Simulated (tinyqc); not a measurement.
What moves the results: Fermi-Dirac statistics of conduction electrons. A value that a table varies takes the place of the one given here.

Non-parabolic band E (1 + alpha E) = c k^2/m: n = Nc (2/sqrt(pi)) integral_0^infinity sqrt(x (1 + a x)) (1 + 2 a x) dx/(1 + exp(x - eta)) with a = alpha kT and eta = (EF - Ec)/kT; a = 0 gives n = Nc F_1/2(eta).

Constants: hbar^2/2m0 = 3.80998211 eV angstrom^2; kB = 8.617333262e-05 eV/K.

Inputs chosen for the exercise (near those of InP, lowest valleys alone; the results hold for these values, not for the real material):
- m = 0.0794 m0 (density-of-states mass of the conduction band)
- T = 77 K
- alpha = 0.59 1/eV (non-parabolicity)
- m1 = 0.0794 m0 (mass of one isotropic band with spin)
- L = 50 angstrom (confinement length used to compare densities)
- n = 2.4e+17 1/cm^3 (electron density)

## Parabolic against non-parabolic filling

N = 2 (m kB T/(4 pi c))^(3/2) with c = hbar^2/2m0, in 1/angstrom^3; times 1e24 for 1/cm^3. k_F = (3 pi^2 n)^(1/3) and the energy E0 that solves E (1 + alpha E) = c k_F^2/m give the limit of zero temperature.

EF - Ec (meV):

| n (1/cm^3) | parabolic | non-parabolic | non-parabolic, 0 K |
|---|---|---|---|
| 7.0e+15 | -15.3 | -15.4 | 1.7 |
| 3.0e+16 | -4.9 | -5.1 | 4.4 |
| 1.0e+17 | 5.2 | 5.1 | 9.8 |
| 4.0e+17 | 23.3 | 22.8 | 24.6 |
| 1.0e+18 | 45.1 | 43.8 | 44.7 |
| 4.0e+18 | 115.4 | 108.3 | 108.7 |

Non-parabolicity lowers EF by 0.1 meV at the lowest density and by 7.1 meV at the highest, where alpha (EF - Ec) = 0.06. Temperature lowers EF below its 0 K value by 17.1 meV at the lowest density and by 0.4 meV at the highest. EF enters the band between 3e+16 and 1e+17 1/cm^3.

## Dimension (statistics of electrons in three, two and one dimensions)

One band edge at E = 0, lambda = sqrt(4 pi c/(m1 kT)) with c = hbar^2/2m0. Densities with spin: n3 = (2/lambda^3) F_1/2(eta), n2 = (2/lambda^2) F_0(eta) with F_0 = ln(1 + exp(eta)), n1 = (2/lambda) F_-1/2(eta). F_j(eta) = (1/Gamma(j + 1)) integral_0^infinity x^j dx/(1 + exp(x - eta)), which tends to exp(eta) for eta << 0.

The last two columns turn the sheet and line densities into volume densities, n2/L and n1/L^2, over n3.

Densities:

| eta | n3 (1/cm^3) | n2 (1/cm^2) | n1 (1/cm) | (n2/L)/n3 | (n1/L^2)/n3 |
|---|---|---|---|---|---|
| -4 | 1.33e+15 | 3.99e+09 | 1.20e+04 | 6.01 | 36.1 |
| -2 | 9.44e+15 | 2.79e+10 | 8.20e+04 | 5.92 | 34.8 |
| -1 | 2.39e+16 | 6.89e+10 | 1.95e+05 | 5.76 | 32.6 |
| 0 | 5.59e+16 | 1.53e+11 | 4.01e+05 | 5.46 | 28.7 |
| 1 | 1.15e+17 | 2.89e+11 | 6.81e+05 | 5.03 | 23.7 |
| 2 | 2.06e+17 | 4.68e+11 | 9.71e+05 | 4.54 | 18.9 |
| 4 | 4.75e+17 | 8.84e+11 | 1.45e+06 | 3.72 | 12.2 |
| 8 | 1.27e+18 | 1.76e+12 | 2.10e+06 | 2.78 | 6.64 |

lambda = 301.5 angstrom

Far below the edge all three follow exp(eta), and the ratios tend to lambda/L = 6.029 and its square. From eta = 4 to 8 the densities grow by 2.67, 1.99 and 1.45, near the powers 2^(3/2), 2 and 2^(1/2) that the densities of states E^(1/2), E^0 and E^(-1/2) give. One subband serves while EF stays several kT below the second, 85.6 kT up for hard walls; rows with a larger eta, if any, overfill it.

## What moves the Fermi level

N = 2 (m kB T/(4 pi c))^(3/2) with c = hbar^2/2m0, in 1/angstrom^3; times 1e24 for 1/cm^3. Each row changes one parameter from the base and keeps the others.

Results:

| case | parabolic EF - Ec (meV) | non-parabolic EF - Ec (meV) |
|---|---|---|
| base | 15.29 | 14.98 |
| m = 0.0873 m0 | 13.40 | 13.12 |
| T = 127 K | 10.69 | 10.19 |
| n = 4.8e+17 1/cm^3 | 26.73 | 26.15 |
| alpha = 0.885 1/eV | 15.29 | 14.83 |

The largest shifts from the base row, up to three for each result and ties (the steps differ in size, so this ranks the rows, not the parameters). parabolic EF - Ec (meV): n +11.45, T -4.60, m -1.89; unchanged at the printed digits by alpha. non-parabolic EF - Ec (meV): n +11.17, T -4.79, m -1.86.

Run: tinyqc, `OMP_NUM_THREADS=1 python tinyqc.py 1652025 1652026 out.jsonl`; Intel(R) Xeon(R) Processor @ 2.30GHz, one thread, shared host; about 0.01 s of CPU time with all checks.
